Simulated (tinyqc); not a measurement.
Implant damage, amorphisation by cascade overlap, and solid-phase epitaxial regrowth: one step, computed by the program tinyqc.

Range and width of the damage are inputs. Dynamic annealing enters only through the surviving share f.

Problem. Overlap model. Gibbons model: a point turns amorphous after n + 1 hits; with y = A_i Q the amorphous share is 1 - exp(-y) sum_(k=0..n) y^k/k!. Doses are set by y.

Inputs (values chosen for the exercise, modelled on arsenic ions in germanium): overlaps needed n = 2; area amorphised by one track A_i = 1.8 nm^2.

Give: the table «Amorphous share» with the columns Q (1/cm^2), direct impact (n = 0), given n, for y = 0.1, 0.3, 0.6, 1.0, 2.0, 3.0, 5.0, 8.0.

Solution.

Amorphous share:
```
y    Q (1/cm^2)  direct impact (n = 0)    given n
0.1   5.556e+12                 0.0952  1.547e-04
0.3   1.667e+13                 0.2592  3.599e-03
0.6   3.333e+13                 0.4512  2.312e-02
1.0   5.556e+13                 0.6321  8.030e-02
2.0   1.111e+14                 0.8647  3.233e-01
3.0   1.667e+14                 0.9502  5.768e-01
5.0   2.778e+14                 0.9933  8.753e-01
8.0   4.444e+14                 0.9997  9.862e-01
```

At small y the share grows as y^3; between the first rows the exponent is 2.86.
